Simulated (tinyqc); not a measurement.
# Schottky diode by the thermionic emission-diffusion theory: what changes with what

Metal on an n-type semiconductor with one parabolic valley; V > 0 is forward bias (metal positive). The band bends as a parabola over the depletion layer, by Vd = Vbi - V; no image force. Carriers drift and diffuse up to the interface and leave it with the velocity vR.

Inputs (values chosen for the exercise); band and dielectric values close to those of indium phosphide:
- T = 350 K (temperature)
- me = 0.0803 m0 (electron mass)
- eps_r = 12.3 (relative permittivity)
- mun = 5100 cm^2/(V s) (electron mobility)
- phi = 0.85 eV (barrier height seen from the metal)
- Nd = 7.7e16 cm^-3 (donor density)
- V = 0.21 V (bias)

Constants: q = 1.602176634e-19 C, kB = 1.380649e-23 J/K, h = 6.62607015e-34 J s, m0 = 9.1093837015e-31 kg, Vt = kB T/q, eps0 = 8.8541878128e-14 F/cm where lengths are in cm. Results are converted to the units shown.

Each table varies one quantity; the others keep the values above.

## Effect of the doping

A* = 4 pi q me m0 kB^2/h^3 (times 1e-4 for A/(cm^2 K^2)); Nc = 2 (2 pi me m0 kB T/h^2)^1.5 (times 1e-6 for cm^-3); Vbi = phi - Vt ln(Nc/Nd); vR = A* T^2/(q Nc). LD = sqrt(eps0 eps_r Vt/(q Nd)), a = sqrt((Vbi - V)/Vt), D(a) = exp(-a^2) int_0^a exp(s^2) ds (Dawson), vD = mun Vt/(sqrt(2) LD D(a)). J = q Nc [vR vD/(vR + vD)] exp(-phi/Vt) [exp(V/Vt) - 1].

The same in every row: vR (cm/s) = 1.0254e7.

Effect of the doping:
```
Nd (cm^-3),vD (cm/s),vD/(vR + vD),J (A/cm^2)
1.1e14,1.6978e7,0.62346,4.4819e-4
2.9e14,2.8729e7,0.73697,5.2979e-4
8e14,4.9654e7,0.82884,5.9583e-4
2.2e15,8.5420e7,0.89283,6.4183e-4
6e15,1.4593e8,0.93435,6.7168e-4
1.6e16,2.4582e8,0.95996,6.9009e-4
4.4e16,4.2009e8,0.97617,7.0175e-4
1.2e17,7.1357e8,0.98583,7.0869e-4
```

vD rises from 1.70e7 to 7.14e8 cm/s, as Nd^(0.53) at fixed mobility, and J rises from 4.48e-4 to 7.09e-4 A/cm^2, while the pure emission value 7.19e-4 A/cm^2 does not depend on Nd. In 6 of the 8 rows vD exceeds 3e7 cm/s, beyond usual saturation velocities, since the low-field mobility is used at the surface field.

## Current against voltage

Same model as above.

Ideality n = (dV/d ln[J/(1 - exp(-V/Vt))])/Vt.

Results:
```
V (V),vD (cm/s),vD/(vR + vD),J (A/cm^2),n
0.05,6.429e8,0.9843,2.848e-6,1.000
0.233,5.525e8,0.9818,0.001514,1.001
0.325,5.008e8,0.9799,0.03193,1.001
0.417,4.429e8,0.9774,0.6727,1.001
0.509,3.756e8,0.9734,14.15,1.002
0.6,2.927e8,0.9662,287.0,1.004
0.692,1.832e8,0.9470,5942,1.011
```

Estimate the missing row, V = 0.142 V.

Computed row:
```
V (V),vD (cm/s),vD/(vR + vD),J (A/cm^2),n
0.142,5.992e8,0.9832,7.355e-5,1.000
```

With this row back in the table: vD falls from 6.43e8 to 1.83e8 cm/s and the share vD/(vR + vD) falls from 0.984 to 0.947; n goes from 1.000 to 1.011. It exceeds 1 only as far as vD, which falls with the surface field, limits the current. In every row vD exceeds 3e7 cm/s, beyond usual saturation velocities, since the low-field mobility is used at the surface field.

## Effect of the mobility

Same model as above.

The same in every row: vR (cm/s) = 1.025e7.

Result of one run:
```
mun (cm^2/(V s)),vD (cm/s),vD/(vR + vD),J (A/cm^2)
16,1.771e6,0.1473,1.059e-4
```

What becomes of these results when the electron mobility mun is changed from 16 to 4.4 cm^2/(V s), all else the same?

Result of the changed run:
```
mun (cm^2/(V s)),vD (cm/s),vD/(vR + vD),J (A/cm^2)
4.4,4.871e5,0.04535,3.260e-5
```

The whole series:
```
mun (cm^2/(V s)),vD (cm/s),vD/(vR + vD),J (A/cm^2)
1.2,1.329e5,0.01279,9.195e-6
4.4,4.871e5,0.04535,3.260e-5
16,1.771e6,0.1473,1.059e-4
57,6.311e6,0.3810,2.739e-4
210,2.325e7,0.6939,4.989e-4
750,8.303e7,0.8901,6.399e-4
2700,2.989e8,0.9668,6.950e-4
9800,1.085e9,0.9906,7.121e-4
```

J rises from 9.20e-6 to 7.12e-4 A/cm^2, as mun^(0.97) between the first two rows and mun^(0.02) between the last two. vD equals vR at mun = 92.6 cm^2/(V s): below that diffusion limits the current, above it emission. In 3 of the 8 rows vD exceeds 3e7 cm/s, beyond usual saturation velocities, since the low-field mobility is used at the surface field.

tinyqc, about 0.01 s, one thread, Intel Xeon 2.30GHz (shared host): `OMP_NUM_THREADS=1 python tinyqc.py 2640165 2640166 out.jsonl`
